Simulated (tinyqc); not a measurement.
Oxide trap near a transistor channel: two-state multiphonon kinetics, telegraph noise and bias instability. From one set of inputs to another, one input at a time. Computed by tinyqc, a small Python program. Command: `OMP_NUM_THREADS=1 python tinyqc.py 3002815 3002816 out.jsonl oxidetrap ladder`. One thread of a shared host (Intel(R) Xeon(R) Processor @ 2.30GHz), about 0.01 s of CPU time with the checks.

An n-channel device under positive gate bias. The trap is empty (state 1) or holds an electron (state 2); both states are parabolas of equal curvature, and the electron reservoir is taken at the Fermi level of the channel.

The inputs printed are set A. Inputs not listed in the table keep their values of set A, so the rows need not describe a real material.

Inputs (values chosen for the exercise, with an insulator like Al2O3 on silicon): insulator constant eps_ox = 9.12; insulator thickness t_ox = 2.1 nm; trap depth x from the interface = 0.51 nm; tunnel barrier phi_b = 2.26 eV; tunnelling mass m_ox = 0.37 m_0; trap level above E_F at zero field E_t = 0.13 eV; relaxation energy E_R = 2.6 eV; oxide field F = 4.1 MV/cm; attempt rate k_0 at the interface = 3e+12 1/s; temperature T = 400 K; channel width W = 26 nm; channel length L = 210 nm; frequency f = 10 Hz; stress time t_s = 0.3 s; trap density N_t = 6.9e+17 cm^-3 eV^-1; mean capture barrier mu_c = 1.4 eV; spread of the barriers s_c = 0.21 eV; saturation shift dV_max = 24 mV.

Parts treated: one trap and an ensemble.

Constants: hbar^2/(2 m_0) = 3.80998212 eV angstrom^2; k_B = 8.617333262e-05 eV/K; eps_0 = 8.8541878128e-12 F/m; e = 1.602176634e-19 C.

Method:
- kappa = sqrt(2 m_ox phi_b)/hbar = sqrt(m_ox phi_b/(hbar^2/2m_0)); attenuation length lambda = 1/(2 kappa); factor exp(-x/lambda) for a rectangular barrier.
- E_21 = E_t - e F x is the energy of state 2 over state 1; barriers E_c = (E_R + E_21)^2/(4 E_R), E_e = E_c - E_21; tau_c = exp(E_c/k_B T)/(k_0 P), tau_e = exp(E_e/k_B T)/(k_0 P), P the tunnelling factor; occupation f_2 = tau_e/(tau_c + tau_e); 1/tau_0 = 1/tau_c + 1/tau_e.
- McWhorter number fluctuations for traps uniform in depth and energy: S_V = e^2 k_B T N_t lambda/(W L C_ox^2 f), C_ox = eps_ox eps_0/t_ox. The number of traps within k_B T in energy and one decade in time is N_t k_B T lambda ln(10) W L.
- For a normal spread of capture barriers (given for the stress field, with depth and field not resolved, k_0 being taken as the effective rate of the ensemble), traps with barrier below k_B T ln(k_0 t) are filled: dV(t) = (dV_max/2) erfc((mu_c - k_B T ln(k_0 t))/(sqrt(2) s_c)); local exponent n = d ln dV/d ln t (central difference, factor 1.01 in t).

Each row keeps all changes above it:
```
input moved                                  from     to  capture time tau_c (s)  shift after t_s (mV)  1/f noise S_V(f) (V^2/Hz)
set A                                           -      -              1.9819e-03                 0.380                 8.0712e-10
mean capture barrier mu_c (eV)                1.4   0.95              1.9819e-03                11.945                 8.0712e-10
insulator thickness t_ox (nm)                 2.1    2.6              1.9819e-03                11.945                 1.2372e-09
trap depth x from the interface (nm)         0.51   0.42              1.4384e-03                11.945                 1.2372e-09
relaxation energy E_R (eV)                    2.6    2.8              6.1335e-03                11.945                 1.2372e-09
trap level above E_F at zero field E_t (eV)  0.13  0.074              2.7782e-03                11.945                 1.2372e-09
temperature T (K)                             400    200              4.5247e+05                 0.282                 6.1861e-10
oxide field F (MV/cm)                         4.1    3.7              7.2523e+05                 0.282                 6.1861e-10
```

Which inputs carry the difference?

Capture time tau_c goes from 0.00198 to 725000, a factor 3.66e8 in all. The largest single move comes from temperature T (a factor 1.63e8). Shift after t_s goes from 0.380 to 0.282, a factor 0.743 in all. The largest single move comes from temperature T (a factor 0.0236), and mean capture barrier mu_c works against it (a factor 31.4). 1/f noise S_V(f) goes from 8.07e-10 to 6.19e-10, a factor 0.766 in all. The largest single move comes from temperature T (a factor 0.500), and insulator thickness t_ox works against it (a factor 1.53). The single moves hold for this order of the switches; the total does not depend on the order.

Caution (all rows): N_t k_B T lambda ln(10) W L, the number of active traps per decade, is below one, so S_V is only the mean over many devices. Caution (rows temperature T, oxide field F): at this temperature nuclear tunnelling through such barriers shortens the times below these classical values.

Extremes, crossings and ranges named in words are read from the listed rows.
